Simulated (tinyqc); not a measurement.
# Trap density from two Hall measurements

Problem. p-type body, charge-sheet picture, full ionisation (an idealisation for deep acceptors), Boltzmann statistics for free electrons. e = Ec - EF at the surface. psi = Eg - Vt ln(Nv/Na) - e; N_dep = sqrt(2 eps0 eps_r Na (psi - Vt)/q); n_f = sqrt(N_dep^2 + 2 eps0 eps_r Vt Nc exp(-e/Vt)/q) - N_dep; Vg = Vfb + psi + q (N_dep + n_t + n_f)/Cox, Cox = eps0 eox/tox. Find e and n_t at both points and the mean trap density between them.

Inputs (values chosen for the exercise); band and dielectric values close to those of 4H silicon carbide:

| symbol | value | unit | meaning |
|---|---|---|---|
| T | 300 | K | temperature |
| Eg | 3.3 | eV | band gap |
| eps_r | 9.77 |  | relative permittivity |
| Nc | 1.71e19 | cm^-3 | conduction-band density of states at T |
| Nv | 2.54e19 | cm^-3 | valence-band density of states at T |
| eox | 3.9 |  | relative permittivity of the insulator |
| tox | 30 | nm | insulator thickness |
| Na | 5.8e16 | cm^-3 | acceptor density |
| Vfb | -2.05 | V | flat-band voltage without trapped charge |

Constants: q = 1.602176634e-19 C, kB = 1.380649e-23 J/K, Vt = kB T/q, eps0 = 8.8541878128e-14 F/cm where lengths are in cm. Results are converted to the units shown.

Vg (V): 5.1651124  7.7592643
free sheet density from the Hall effect (cm^-2): 5.4857920e9  1.4880594e11

Answer. Each n_f fixes e; what the gate voltage holds beyond psi, N_dep and n_f is trapped; the difference quotient is the density, smeared over a few Vt.

e (eV): 0.1490  0.06200
n_t (cm^-2): 1.664e12  3.302e12
mean trap density = 1.883e13 cm^-2 eV^-1

Numbers from tinyqc (`OMP_NUM_THREADS=1 python tinyqc.py 2222061 2222062 out.jsonl`; about 0.02 s on one thread of a shared Intel Xeon 2.30GHz).
